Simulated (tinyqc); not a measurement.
Worked calculation: interdiffusion of a quantum well during annealing: blurred potential and shift of the confined levels. Computed by tinyqc, a small Python program that keeps every step. Command: `OMP_NUM_THREADS=1 python tinyqc.py 3024511 3024512 out.jsonl qwi walk`. One thread of a shared host (Intel(R) Xeon(R) Processor @ 2.30GHz), about 0.07 s of CPU time with the checks. Intermediate numbers are printed to about 6 digits and carried at full precision; extremes and crossings named in words are read from the listed rows.

A square well of width w is blurred by Fick diffusion with a constant coefficient; band offsets are linear in composition, masses are uniform, and strain and excitons are ignored.

Inputs (values chosen for the exercise, modelled on SiGe in silicon (holes and electrons as a model)):
```
quantity               value    unit
well width w               6      nm
electron mass m_e      0.184     m_0
hole mass m_h          0.292     m_0
conduction offset V_c  0.029      eV
valence offset V_v      0.21      eV
prefactor D0             0.7  cm^2/s
activation energy E     4.11      eV
anneal temperature T     980       C
anneal time t            540       s
```

Constants: k_B = 8.617333262e-05 eV/K; hbar^2/(2 m_0) = 3.80998212 eV angstrom^2.

## Diffusion length

D = D0 exp(-E/(k_B T)); L = sqrt(D t); share of well material at the centre erf(w/(4L)); 1 nm = 1e-7 cm. Temperatures in kelvin are T(C) + 273.15.

diffusivity D = 2.06995e-17 cm^2/s

diffusion length L = 1.05725 nm

ratio L/w = 0.176208

share at the centre = 0.955192

## Levels before the anneal

Square well, ground state: take the lowest root of k tan(k w/2) = kappa, k^2 = E/c, kappa^2 = (V - E)/c, c = hbar^2/(2m) with hbar^2/(2 m_0) in eV angstrom^2.

electron level before the anneal = 14.3631 meV

hole level before the anneal = 22.2615 meV

Caution: the well mass is used in the barriers too; a heavier barrier mass would lower these levels.

## Levels after the anneal

With L = sqrt(D t) and the share at the centre erf(w/(4L)). After the anneal: V(z) = V {1 - (1/2)[erf((w/2 - z)/(2L)) + erf((w/2 + z)/(2L))]}, energies counted from the original well bottom. Finite differences on 3000 points over |z| < w/2 + 6L + 25 nm; shifts are taken against the same grid with cell-averaged square steps. Rise of the bottom = V (1 - share at the centre). Overlap = |<electron|hole>|^2.

shift of the electron level = 1.801 meV

shift of the hole level = 24.251 meV

blue shift of the transition = 26.052 meV

rise of the gap at the centre = 10.7091 meV

overlap = 0.7452

The centre has taken up barrier material, but the rounded edges still matter more.

## Shift against diffusion length

First-order estimate for small L: the shift is 2 L^2 V |d(psi^2)/dz| at an edge, with psi the normalised square-well state: psi^2 = cos^2(k z)/(w/2 + 1/kappa) inside, so |d(psi^2)/dz| = k sin(k w)/(w/2 + 1/kappa).

Shifts (meV):
```
L/w   L (nm)  share at the centre  electron     hole      sum  first-order sum
0.02    0.12                    1     0.031    0.371    0.402         0.433740
0.04    0.24                    1     0.121    1.403    1.524          1.73496
0.07    0.42             1.000000     0.353    4.063    4.415          5.31332
0.1      0.6             0.999593     0.681    8.068    8.749          10.8435
0.15     0.9             0.981578     1.384   17.824   19.207          24.3979
0.2      1.2             0.922900     2.193   30.559   32.752          43.3740
0.3      1.8             0.761407     3.809   57.233   61.043          97.5915
0.45     2.7             0.567942     5.775   87.924   93.699          219.581
0.7      4.2             0.386495     7.913  117.672  125.584          531.332
1          6             0.276326     9.428  136.482  145.911          1084.35
```

The sum grows as L^1.92 between the first rows (L^2, linear in time, in first order) and as L^0.42 between the last, as it bends towards the limit V_c + V_v less the original levels, 202.4 meV. The first-order form is off by +8 % in the first row and +24 % at L/w = 0.1; it needs L well below the decay length 1/kappa. At L/w = 0.2 the hole level has moved by the larger share of its offset (14.6 % for the hole, 7.6 % for the electron).

Checks made by the program: finite differences against the square-well equation (relative difference 4e-05).
